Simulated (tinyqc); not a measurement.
Octagonal on-chip spiral inductor, lumped pi model: two steps of the calculation.

Outer diameter do = di + 2 n wd + 2 (n - 1) sp, mean da = (do + di)/2, fill p = (do - di)/(do + di), length l = 3.314 n da. L = 2.25 mu0 n^2 da/(1 + 3.55 p), mu0 = 4 pi 1e-7 H/m. Rs = rho l/(wd delta (1 - exp(-th/delta))), delta = sqrt(rho/(pi f mu0)). Cs = n wd^2 eps0 eo/hu across the coil. At each end Cox = l wd eps0 eo/(2 ho) leads to the substrate branch Rsi = 2 rs he/(l wd) in parallel with Csi = l wd eps0 11.7/(2 he). With one end grounded Y = 1/(Rs + i w L) + i w Cs + 1/[1/(i w Cox) + 1/(1/Rsi + i w Csi)], w = 2 pi f; Q = -Im Y/Re Y. Eddy currents in neighbouring turns and in the substrate are left out.

Parameters, values chosen for the exercise; values of the order met in silicon radio-frequency processes: number of turns n = 4.5; line width wd = 8 um; space between turns sp = 1.5 um; inner diameter di = 140 um; metal thickness th = 0.9 um; metal resistivity rho = 2.2 uohm cm; oxide below the coil ho = 5.1 um; oxide between coil and underpass hu = 1.1 um; relative permittivity of the oxide eo = 4.1; substrate resistivity rs = 1 ohm cm; effective spreading depth in the substrate he = 50 um; frequency f = 0.89 GHz.

Constants: eps0 = 8.8541878128e-12 F/m. Results are converted to the units shown.

Problem 1. Geometry and model elements. do, l, L, delta, Rs, Cs, Cox, Rsi and Csi as defined.

Give: do; l; L; delta; Rs; Cs; Cox; Rsi; Csi.

Solution 1.

do = 222.50 um
l = 2703.0 um
L = 5.7400 nH
delta = 2.5023 um
Rs = 9.8332 ohm
Cs = 9.5046 fF
Cox = 76.960 fF
Rsi = 46.245 ohm
Csi = 22.401 fF

Problem 2. Admittance, quality factor and apparent inductance. Series branch 1/(Rs + i w L), substrate branch, total Y, Q = -Im Y/Re Y, apparent inductance Im(1/Y)/w, metal-only value w L/Rs, share of the loss in the substrate Re(substrate branch)/Re Y.

L = 5.7400221 nH
Rs = 9.8332369 ohm
Cs = 9.5045682 fF
Cox = 76.960067 fF
Rsi = 46.245234 ohm
Csi = 22.401011 fF

Wanted: series branch; substrate branch; Y; Q; apparent inductance; w L/Rs; share of the loss in the substrate.

Solution 2.

series branch = 8.725-28.481i mS
substrate branch = 0.00856+0.43014i mS
Y = 8.734-27.998i mS
Q = 3.2057
apparent inductance = 5.8207 nH
w L/Rs = 3.2643
share of the loss in the substrate = 0.098006 %

Q is 98.2 % of the metal-only value.

Program tinyqc, `OMP_NUM_THREADS=1 python tinyqc.py 2302135 2302136 out.jsonl`; Intel Xeon 2.30GHz, shared host, one thread, about 0.01 s.
